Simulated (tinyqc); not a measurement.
RHF in the 6-31g basis, for H2, spin multiplicity 1, step by step. One step of it, computed by the program tinyqc.

Problem. Iteration 2: DIIS coefficients. Solve [B -1; -1 0][c; lambda] = [0; -1] for the coefficients, which sum to one.

B (overlaps of the stored error matrices):
```
               1              2
1  2.0550666e-01  1.1967451e-01
2  1.1967451e-01  6.9691115e-02
```

Give: DIIS coefficients.

Solution.

DIIS coefficients: -1.3943  2.3943
